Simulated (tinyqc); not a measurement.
Inside a calculation. Model: oxide trap near a transistor channel: two-state multiphonon kinetics, telegraph noise and bias instability. Computed by tinyqc, a small Python program that keeps every step. Command: `OMP_NUM_THREADS=1 python tinyqc.py 3028103 3028104 out.jsonl oxidetrap walk`. One thread of a shared host (Intel(R) Xeon(R) Processor @ 2.30GHz), about 0.01 s of CPU time with the checks. Intermediate numbers are printed to about 7 digits and carried at full precision; extremes and crossings named in words are read from the listed rows.

An n-channel device under positive gate bias. The trap is empty (state 1) or holds an electron (state 2); both states are parabolas of equal curvature, and the electron reservoir is taken at the Fermi level of the channel.

Inputs (values chosen for the exercise, with an insulator like Si3N4 on silicon): insulator constant eps_ox = 6.91; insulator thickness t_ox = 4.8 nm; trap depth x from the interface = 0.89 nm; tunnel barrier phi_b = 2.06 eV; tunnelling mass m_ox = 0.4 m_0; trap level above E_F at zero field E_t = 0.49 eV; relaxation energy E_R = 1.1 eV; oxide field F = 6.6 MV/cm; attempt rate k_0 at the interface = 4e+11 1/s; temperature T = 400 K; channel width W = 50 nm; channel length L = 110 nm; frequency f = 4 Hz; stress time t_s = 1000 s.

Parts treated: one trap.

Constants: hbar^2/(2 m_0) = 3.80998212 eV angstrom^2; k_B = 8.617333262e-05 eV/K; e = 1.602176634e-19 C; eps_0 = 8.8541878128e-12 F/m.

## Tunnelling factor

kappa = sqrt(2 m_ox phi_b)/hbar = sqrt(m_ox phi_b/(hbar^2/2m_0)); attenuation length lambda = 1/(2 kappa); factor exp(-x/lambda) for a rectangular barrier.

kappa = 4.650527 1/nm

attenuation length lambda = 0.1075147 nm

tunnelling factor = 2.540607e-04

Caution: a field 1.5 times as high comes near the usual breakdown field of such an insulator.

## Barriers and time constants

E_21 = E_t - e F x is the energy of state 2 over state 1; barriers E_c = (E_R + E_21)^2/(4 E_R), E_e = E_c - E_21; tau_c = exp(E_c/k_B T)/(k_0 P), tau_e = exp(E_e/k_B T)/(k_0 P), P the tunnelling factor; occupation f_2 = tau_e/(tau_c + tau_e); 1/tau_0 = 1/tau_c + 1/tau_e.

E_21 = -0.0974 eV

capture barrier E_c = 0.2284561 eV

emission barrier E_e = 0.3258561 eV

capture time tau_c = 7.437423e-06 s

emission time tau_e = 1.254898e-04 s

occupation f_2 = 0.9440489

tau_0 = 7.021291e-06 s

The two times are within a factor 30 of each other, so the trap switches between both states and shows as telegraph noise.

## Step height and noise

Charge-sheet step dV = e (t_ox - x)/(eps_ox eps_0 W L); Lorentzian spectrum S(f) = 4 dV^2 tau_0^2/((tau_c + tau_e)(1 + (2 pi f tau_0)^2)); corner 1/(2 pi tau_0); variance dV^2 f_2 (1 - f_2) = dV^2 tau_0/(tau_c + tau_e).

threshold step dV = 1.861648 mV

corner frequency = 22667.47 Hz

S(f) = 5.141328e-12 V^2/Hz

root-mean-square noise = 0.4278575 mV

f lies below the corner, on the flat part. Random dopants and current percolation, left out here, spread real steps around this value.

## Stress and recovery of one trap

From the zero-field occupation f(0), f(t) = f_2 + (f(0) - f_2) exp(-t/tau_0) under the field; after t_s the field is removed and f relaxes with the zero-field constants.

occupation at zero field = 6.703034e-07

tau_0 at zero field = 1.144233e-07 s

occupation after stress = 0.9440489

half-time of recovery = 7.931219e-08 s

## Bias dependence of the times

The formulas are those given above.

Against field:
```
F (MV/cm)  E_21 (eV)     tau_c (s)     tau_e (s)           f_2
0.00         0.49000  1.707037e-01  1.144234e-07  6.703034e-07
1.98         0.31378  5.206097e-03  5.795064e-07  1.113006e-04
3.96         0.13756  2.391252e-04  4.420238e-06  1.814954e-02
5.28         0.02008  3.850375e-05  2.150335e-05  3.583468e-01
6.60        -0.09740  7.437423e-06  1.254898e-04  9.440489e-01
7.92        -0.21488  1.723390e-06  8.785218e-04  9.980421e-01
9.90        -0.39110  2.704138e-07  2.289138e-02  9.999882e-01
```

ln(tau_c/tau_e) falls by e x/k_B T = 2.582 per MV/cm, which measures the depth x if the change of surface potential with bias is left aside. Over these rows tau_c shortens by 5.80 decades and tau_e lengthens by 5.30; the two share the shift almost equally, as the first and last E_21 average to little against E_R. The times cross at F = E_t/(e x) = 5.51 MV/cm.

Checks made by the program: detailed balance tau_c/tau_e = exp(E_21/k_B T) (relative difference below 1e-10); the integral of S(f) against the variance (relative difference below 1e-10).
